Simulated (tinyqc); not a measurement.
MOSFET in the linear regime without short-channel effects, parameter extraction from computed curves: one step of the calculation.

Inversion charge Q = Cox n Vt W0(exp((Vg - VT)/(n Vt))), W0 the Lambert function and n = nf; u = Q/Cox; mobility mu = mu0/(1 + th1 u + th2 u^2); channel resistance Rch = (L - dL)/(W mu Q); Id = Vd/(Rch + Rsd/W). Cox = eps0 eox/tox. Small Vd, no channel-length or drain effects.

Question. The Y function. Y_i = Id_i/sqrt(gm_i). For Id = beta Vd x/(1 + th x), x = Vg - VT, Y = sqrt(beta Vd) x whatever th. Slope s from points 6 and 9; VT_Y = Vg - Y/s at point 9; beta = s^2/Vd; mobility beta L/(W Cox) with the drawn L; th* = (beta Vd x/Id - 1)/x at point 9.

Parameters, values chosen for the exercise; channel values of the order met in silicon transistors: relative permittivity of the gate insulator (close to silicon dioxide) eox = 3.9; insulator thickness tox = 1.6 nm; low-field mobility mu0 = 220 cm^2/(V s); second mobility attenuation factor th2 = 0 1/V^2; gate width W = 0.5 um; drawn gate length L = 0.68 um; drawn less effective length dL = 0.003 um; drain voltage Vd = 0.05 V.

Constants: eps0 = 8.8541878128e-14 F/cm where lengths are in cm. Results are converted to the units shown.

```
point	Vg (V)	Id (uA)
0	0.17	2.5491528e-5
1	0.29	0.0032935415
2	0.41	0.24338595
3	0.53	1.4863081
4	0.65	3.0398133
5	0.77	4.5585421
6	0.89	5.9809099
7	1.01	7.2976722
8	1.13	8.5128817
9	1.25	9.6343372
10	1.37	10.670582
```

gm, point 1 to 9 (uS): 1.0140019  6.1792273  11.651781  12.800975  12.254569  11.413042  10.549883  9.7361044  8.9904161

Find: Y; s; VT_Y; beta; mobility from Y; th*.

Answer.

Y, point 1 to 9 (uA^0.5 V^0.5): 0.0032707  0.097910  0.43542  0.84962  1.3022  1.7704  2.2468  2.7282  3.2132
s = 4.0077 uA^0.5 V^-0.5
VT_Y = 0.44826 V
beta = 321.24 uA/V^2
mobility from Y = 202.43 cm^2/(V s)
th* = 0.41986 1/V

The mobility from Y is 8.4 % below mu0 L/(L - dL) = 221 cm^2/(V s), which it should reach in deep inversion when th2 = 0.

Numbers from tinyqc (`OMP_NUM_THREADS=1 python tinyqc.py 2210044 2210045 out.jsonl`; about 0.01 s on one thread of a shared Intel Xeon 2.30GHz).
